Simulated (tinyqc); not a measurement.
Thickness of the film: ellipsoidal valleys in the axes of a wafer and a channel.

Valleys with axes a along x, y and z, two valleys each; inverse mass tensor w = 1/mt + (1/ml - 1/mt) a a. Device axes: z = nz/|nz|, x = nx/|nx|, y = z cross x; in them a = (ax, ay, az). Confinement mass mz = 1/w_zz. In the plane w_ij is replaced by u_ij = w_ij - w_iz w_jz/w_zz (i, j = x, y); density-of-states mass md = 1/sqrt(det u); conductivity mass along x mc = 1/u_xx; ballistic transport mass mx = u_yy/det u, width mass my = 1/u_yy.

Hard walls: E_n = c (n pi/t)^2/mz, c = hbar^2/2m0, n = 1, 2, 3. Non-degenerate share of a valley proportional to md sum_n exp(-E_n/kT); mean 1/mc = sum of share/mc. 1 nm = 10 angstrom.

Constants: hbar^2/2m0 = 3.80998211 eV angstrom^2; kB = 8.617333262e-05 eV/K.

Parameters, chosen for this exercise (near those of the Delta valleys of Si; not measured data):
- ml = 0.904 m0 (longitudinal mass)
- mt = 0.192 m0 (transverse mass)
- nz = (1, 1, 0) (surface normal (confinement))
- nx = (0, 0, 1) (channel direction)
- T = 77 K (temperature)

Share of the lowest ladder and mean conductivity mass.

Results:

| t (nm) | lowest E1 (meV) | spread of E1 (meV) | share of the lowest ladder | mean mc |
|---|---|---|---|---|
| 2.0 | 296.8 | 192.8 | 1.000 | 0.1920 |
| 3.0 | 131.9 | 85.7 | 1.000 | 0.1920 |
| 4.0 | 74.2 | 48.2 | 1.000 | 0.1921 |
| 5.0 | 47.5 | 30.9 | 0.994 | 0.1929 |
| 7.0 | 24.2 | 15.7 | 0.943 | 0.2009 |
| 10.0 | 11.9 | 7.7 | 0.833 | 0.2210 |
| 14.0 | 6.1 | 3.9 | 0.748 | 0.2395 |

The spread falls as 1/t^2 and passes kT = 6.6 meV between t = 10 and 14 nm; the share of the lowest ladder goes from 1.000 to 0.748 and the mean mass goes from 0.1920 to 0.2395, against 0.2604 for equal shares, the limit of a thick film (the bulk value 3/(1/ml + 2/mt) is 0.2604). Three subbands a valley become too few once E3 nears kT. In the thinnest rows E1 (297 meV) is beyond the parabolic range.

tinyqc: `OMP_NUM_THREADS=1 python tinyqc.py 1850984 1850985 out.jsonl`; about 0.01 s, one thread, shared Intel(R) Xeon(R) Processor @ 2.30GHz.
